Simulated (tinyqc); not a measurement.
Worked calculation: Gupta-type many-body potential for a metal. Computed by tinyqc, a small Python program that keeps every step. Command: `OMP_NUM_THREADS=1 python tinyqc.py 3015487 3015488 out.jsonl gupta walk`. One thread of a shared host (Intel(R) Xeon(R) Processor @ 2.30GHz), about 0.02 s of CPU time with the checks. Intermediate numbers are printed to about 5 digits and carried at full precision; extremes and crossings named in words are read from the listed rows.

E_i = sum_j A exp(-p (r_ij/r0 - 1)) - xi rho_i^gamma, with rho_i = sum_j exp(-2 q (r_ij/r0 - 1)); gamma = 1/2 is the tight-binding second-moment form. The crystal is fcc unless stated; d is the neighbour distance and a fixed number of shells is kept.

Inputs (values chosen for the exercise, modelled on palladium):
```
quantity                  value      unit
repulsion A               0.174        eV
hopping xi                 1.68        eV
decay p                    10.7         -
decay q                    3.67         -
reference distance r0     2.749  angstrom
shells kept                   5         -
embedding exponent gamma    0.5         -
```

Surface: (110).

Constants: 1 eV/angstrom^3 = 160.2176634 GPa; 1 eV/angstrom^2 = 16.02176634 J/m^2.

## Equilibrium of the fcc crystal

fcc shells: d sqrt(k), k = 1..5, with 12, 6, 24, 12, 24 atoms; Omega = d^3/sqrt2. Equilibrium: dE/dd = 0; B = d^2 E''(d)/(9 Omega).

neighbour distance d = 2.7574 angstrom

lattice constant = 3.8995 angstrom

cohesive energy E_c = 3.8166 eV

bulk modulus B = 183.31 GPa

## Shell terms at equilibrium

Repulsion and density of one neighbour in each shell, and their sums.

Shells:
```
shell  count  r (angstrom)  repulsion (eV)     density
1         12        2.7574      1.6843e-01  9.7791e-01
2          6        3.8995      1.9757e-03  4.6332e-02
3         24        4.7759      6.5200e-05  4.4630e-03
4         12        5.5147      3.6755e-06  6.2069e-04
5         24        6.1657      2.9173e-07  1.0916e-04
```

repulsive energy = 2.0346 eV

density rho = 12.130

The band term is -xi rho^gamma = -5.8512 eV; with the repulsion it gives -E_c.

## Unrelaxed vacancy

Each neighbour j of the vacancy loses one repulsive term and one density term: E_v = sum_shells count x {-repulsion - xi [(rho - density)^gamma - rho^gamma]}. (The removed atom returns to a bulk-like site, so its own energy cancels.)

vacancy energy E_v = 0.95053 eV

ratio E_v/E_c, E_c = xi rho^gamma less the repulsive energy = 0.24905

A pair potential gives E_v = E_c; here the ratio is 0.25, as the remaining bonds of the neighbours strengthen when one is lost.

## Elastic constants

Second derivatives of E/Omega at equilibrium under homogeneous strain: e_xx = h gives C11; e_xx = -e_yy = h gives 2 (C11 - C12); e_xy = e_yx = h/2 gives C44.

C11 = 216.42 GPa

C12 = 166.75 GPa

C44 = 68.297 GPa

Cauchy pressure C12 - C44 = 98.450 GPa

C12/C44 = 2.44; pair forces would give 1. The excess comes from the curvature of the embedding term.

## The (110) surface

Cut the crystal without relaxation; an atom in layer l keeps the neighbours that lie below the surface plane. Excess = E_i + E_c. Surface energy = sum of excesses over the layers, divided by the area per surface atom: (sqrt3/2) d^2 for (111), d^2 for (100), sqrt2 d^2 for (110).

Layers:
```
layer  nearest neighbours  repulsion (eV)     rho  excess (eV)
1                       7          1.1878   7.099   5.2827e-01
2                      11          1.8618  11.029   9.9153e-02
3                      12          2.0343  12.111   4.3488e-03
4                      12          2.0346  12.129   1.9810e-04
```

excess per surface atom = 0.63197 eV

surface energy = 0.94168 J/m^2

## Three surfaces against bond counting

Bond counting with pair bonds charges E_c/12 for each missing nearest neighbour: 3, 4 and 6 per surface cell.

Surfaces:
```
face   missing bonds  excess (eV)  bond counting (eV)    ratio  surface energy (J/m^2)
(111)              3      0.29905              0.9541  0.31342                 0.72767
(100)              4      0.40288              1.2722  0.31668                 0.84899
(110)              6      0.63197              1.9083  0.33117                 0.94168
```

The order of surface energies is (111) < (100) < (110), with (110)/(111) = 1.294 against 1.225 from counting first-neighbour bonds. The excess is 0.31 to 0.33 of the bond-counting value: atoms with fewer neighbours have stronger bonds. Further shells enter the excess but not the count. Caution: relaxation, left out here, lowers surface energies. Caution: fitted second-moment potentials usually give surface energies well below measured ones.

## Energy against coordination

Nearest neighbours only, z equal bonds relaxed to their best length: r/r0 = 1 + ln[A p z^(1 - gamma)/(2 q gamma xi)]/(p - 2 q gamma), E = z A exp(-p (r/r0 - 1)) - xi [z exp(-2 q (r/r0 - 1))]^gamma.

Relaxed bonds:
```
z   r (angstrom)  E per atom (eV)  E/z (eV)
1         2.2808          -2.0624   -2.0624
2         2.4163          -2.4339   -1.2170
3         2.4956          -2.6816   -0.8939
4         2.5518          -2.8724   -0.7181
6         2.6311          -3.1647   -0.5274
8         2.6873          -3.3899   -0.4237
9         2.7104          -3.4867   -0.3874
12        2.7666          -3.7348   -0.3112
```

Bonds lengthen from 2.281 to 2.767 angstrom between z = 1 and 12, and |E| grows as z^0.239, the exponent gamma (p - 2q)/(p - 2 q gamma) = 0.239; pair bonds would give z^1 at a fixed length.

Checks made by the program: sum of the shell terms (relative difference below 1e-10); (C11 + 2 C12)/3 against B (relative difference 4e-10).
